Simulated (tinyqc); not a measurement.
# Gap voltage and exponent from three temperatures

Question. At constant current VBE(T) = Vg0 - a T - eta (kB T/q) ln T, where a is a constant. Find Vg0, eta and dVBE/dT at the middle temperature.

Constants: q = 1.602176634e-19 C, kB = 1.380649e-23 J/K. Results are converted to the units shown.

T (K): [253, 360, 390]
VBE at a constant current (V): [0.7849465633, 0.5689983247, 0.5065830336]

Solution. The relation is linear in Vg0, a and eta, so three points give a linear system; the slope is (VBE - Vg0 - eta kB T/q)/T. eta rests on the curvature of VBE(T) alone, so real fits need accuracy of some tens of microvolts or better.

Vg0 = 1.205 V
eta = 3.500
dVBE/dT = -2.068 mV/K

Numbers from tinyqc (`OMP_NUM_THREADS=1 python tinyqc.py 2062171 2062172 out.jsonl`; about 0.02 s on one thread of a shared Intel Xeon 2.30GHz).
